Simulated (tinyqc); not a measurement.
# Single-junction solar cell, detailed-balance limit: effects of single changes

Every photon above the gap Eg makes one pair and none below is absorbed; carriers thermalise at T and move without loss. Jsc = q fs X Phi(Eg, Ts); the dark current is J0 = q ge Phi(Eg, T)/ERE with the Boltzmann factor exp(V/Vt). The efficiency is the electrical power over fs X sigma Ts^4.

Parameters, values chosen for the exercise:
- T = 300 K (cell temperature)
- Ts = 5778 K (temperature of the black-body sun)
- fs = 2.16e-5 (share of the hemisphere filled by the sun)
- X = 100 (concentration)
- ERE = 0.01 (external radiative efficiency)
- ge = 1 (number of faces that emit)
- Eg = 2.29 eV (band gap)

Constants: q = 1.602176634e-19 C, kB = 1.380649e-23 J/K, h = 6.62607015e-34 J s, c = 299792458 m/s, Vt = kB T/q. Results are converted to the units shown.

Each table varies one quantity; the others keep the values above.

## Effect of the temperature of the black-body sun

Photon flux above E from a black body at temperature T into a hemisphere: Phi(E, T) = A sum_k exp(-k E/th)[E^2 th/k + 2 E th^2/k^2 + 2 th^3/k^3], k = 1, 2, ..., with th = kB T/q in eV and A = 2 pi q^3/(h^3 c^2). J(V) = Jsc - J0 (exp(V/Vt) - 1); Voc = Vt ln(1 + Jsc/J0); at maximum power v = Vmp/Vt solves (1 + v) exp(v) = 1 + Jsc/J0. Pin = fs X sigma Ts^4, sigma = 2 pi^5 kB^4/(15 h^3 c^2). FF = Vmp Jmp/(Voc Jsc).

Results:

| Ts (K) | Jsc (mA/cm^2) | Voc (V) | Eg/q - Voc (V) | FF | efficiency (%) |
|---|---|---|---|---|---|
| 3000 | 8.252 | 1.848 | 0.4420 | 0.9271 | 1.425 |
| 3700 | 57.27 | 1.898 | 0.3919 | 0.9287 | 4.398 |
| 4400 | 224.8 | 1.933 | 0.3566 | 0.9297 | 8.802 |
| 5100 | 628.5 | 1.960 | 0.3300 | 0.9305 | 13.83 |
| 6500 | 2728 | 1.998 | 0.2920 | 0.9315 | 23.23 |
| 7200 | 4735 | 2.012 | 0.2778 | 0.9319 | 26.98 |
| 7900 | 7584 | 2.024 | 0.2656 | 0.9323 | 30.00 |

Estimate the missing row, Ts = 5800 K.

Computed row:

| Ts (K) | Jsc (mA/cm^2) | Voc (V) | Eg/q - Voc (V) | FF | efficiency (%) |
|---|---|---|---|---|---|
| 5800 | 1412 | 1.981 | 0.3091 | 0.9311 | 18.78 |

With this row back in the table: As Ts goes from 3000 to 7900 K, Jsc rises from 8.25 to 7580 mA/cm^2, Voc rises from 1.85 to 2.02 V and the efficiency rises from 1.43 to 30.0 %.

## Effect of the concentration

Same model as above.

FF = Vmp Jmp/(Voc Jsc).

Effect of the concentration:

| X | Jsc (mA/cm^2) | Voc (V) | Eg/q - Voc (V) | FF | efficiency (%) |
|---|---|---|---|---|---|
| 1 | 13.80 | 1.861 | 0.4287 | 0.9276 | 17.45 |
| 3 | 41.39 | 1.890 | 0.4003 | 0.9284 | 17.73 |
| 10 | 138.0 | 1.921 | 0.3692 | 0.9294 | 18.04 |
| 30 | 413.9 | 1.949 | 0.3408 | 0.9302 | 18.32 |
| 100 | 1380 | 1.980 | 0.3096 | 0.9311 | 18.63 |
| 300 | 4139 | 2.009 | 0.2812 | 0.9318 | 18.92 |
| 1000 | 1.380e4 | 2.040 | 0.2501 | 0.9327 | 19.23 |
| 3000 | 4.139e4 | 2.068 | 0.2217 | 0.9334 | 19.51 |

As X goes from 1 to 3000, Jsc rises from 13.8 to 41400 mA/cm^2, Voc rises from 1.86 to 2.07 V and the efficiency rises from 17.4 to 19.5 %. Voc gains 59.5 mV a decade of concentration (Vt ln 10), while Jsc/Pin stays the same. At X = 3000 the current passes 20 A/cm^2, where series resistance and heating, left out here, would dominate.

Program tinyqc, `OMP_NUM_THREADS=1 python tinyqc.py 2820104 2820105 out.jsonl`; Intel Xeon 2.30GHz, shared host, one thread, about 0.01 s.
